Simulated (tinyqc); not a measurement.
Strain-driven roughening and islands of a mismatched epitaxial film. From one set of inputs to another, one input at a time. Computed by tinyqc, a small Python program. Command: `OMP_NUM_THREADS=1 python tinyqc.py 3014612 3014613 out.jsonl island ladder`. One thread of a shared host (Intel(R) Xeon(R) Processor @ 2.30GHz), about 0.01 s of CPU time with the checks.

Film and substrate share isotropic elastic constants; the film is coherent and biaxially strained.

The inputs printed are set A. Inputs not listed in the table keep their values of set A, so the rows need not describe a real material.

Inputs (values chosen for the exercise, modelled on InAs on InP):

| quantity | value | unit |
|---|---|---|
| misfit \|f\| | 0.031 | - |
| shear modulus G | 30 | GPa |
| Poisson ratio nu | 0.29 | - |
| surface energy gamma | 0.719 | J/m^2 |
| contact angle of the shallow shape theta_1 | 11.3 | degrees |
| contact angle of the steep shape theta_2 | 32.2 | degrees |
| facet energy of shape 1 over gamma | 1.006 | - |
| facet energy of shape 2 over gamma | 1.053 | - |
| wetting energy gamma_s - gamma | 0.32 | J/m^2 |
| decay length of wetting delta | 0.4 | nm |
| surface mobility D_s nu_s Omega^2/(k_B T) | 1.7e-34 | m^6/(J s) |

Transport: surface diffusion.

Constants: e = 1.602176634e-19 C.

Method:
- M = 2 G (1 + nu)/(1 - nu); stress = M f; energy density w = M f^2.
- A ripple A cos(k x) has the surface chemical potential per volume [gamma k^2 - 2 (1 + nu) w k] A cos(k x), so k_c = 2 (1 + nu) w/gamma. With surface diffusion the amplitude grows at the rate q = B k^2 [2 (1 + nu) w k - gamma k^2], fastest at k_m = (3/4) k_c. B is the surface mobility.
- The surface energy depends on thickness as gamma + (gamma_s - gamma) exp(-h/delta). Its curvature adds W2 = (gamma_s - gamma) exp(-h/delta)/delta^2 to the restoring terms; the flat film is stable while W2 > (1 + nu)^2 w^2/gamma, which gives h_c = delta ln[(gamma_s - gamma) gamma/(delta^2 (1 + nu)^2 w^2)], or 0 if negative.
- Shallow faceted island (Tersoff form): E = 4 Gam V^(2/3) tan^(1/3)(theta) - 6 c V tan(theta), Gam = gamma [x/sin(theta) - 1/tan(theta)], x the facet energy over gamma, c = stress^2 (1 - nu)/(2 pi G).
- The barrier is the maximum of E, at V_c = [4 Gam/(9 c)]^3 / tan^2(theta) (1 GPa nm = 1 J/m^2).

Each row keeps all changes above it:

| input moved | from | to | growth time 1/q at k_m (s) | wetting-layer thickness h_c (nm) | barrier, shape 2 (eV) |
|---|---|---|---|---|---|
| set A | - | - | 3.8843 | 1.7464 | 30.649 |
| contact angle of the steep shape theta_2 (degrees) | 32.2 | 24.1 | 3.8843 | 1.7464 | 29.856 |
| surface mobility D_s nu_s Omega^2/(k_B T) (m^6/(J s)) | 1.7e-34 | 8.5e-34 | 0.7769 | 1.7464 | 29.856 |
| facet energy of shape 2 over gamma | 1.053 | 0.9942 | 0.7769 | 1.7464 | 5.840 |
| contact angle of the shallow shape theta_1 (degrees) | 11.3 | 13.1 | 0.7769 | 1.7464 | 5.840 |
| surface energy gamma (J/m^2) | 0.719 | 0.83 | 1.1951 | 1.8039 | 8.984 |
| shear modulus G (GPa) | 30 | 39.3 | 0.4058 | 1.5878 | 5.235 |
| wetting energy gamma_s - gamma (J/m^2) | 0.32 | 0.096 | 0.4058 | 1.1062 | 5.235 |

Where does the difference come from?

Growth time 1/q at k_m goes from 3.88 to 0.406, a factor 0.104 in all. The largest single move comes from surface mobility D_s nu_s Omega^2/(k_B T) (a factor 0.200), and surface energy gamma works against it (a factor 1.54). Wetting-layer thickness h_c goes from 1.75 to 1.11, a factor 0.633 in all. The largest single move comes from wetting energy gamma_s - gamma (a factor 0.697). barrier, shape 2 goes from 30.6 to 5.24, a factor 0.171 in all. The largest single move comes from facet energy of shape 2 over gamma (a factor 0.196), and surface energy gamma works against it (a factor 1.54). The single moves hold for this order of the switches; the total does not depend on the order.

Extremes, crossings and ranges named in words are read from the listed rows.
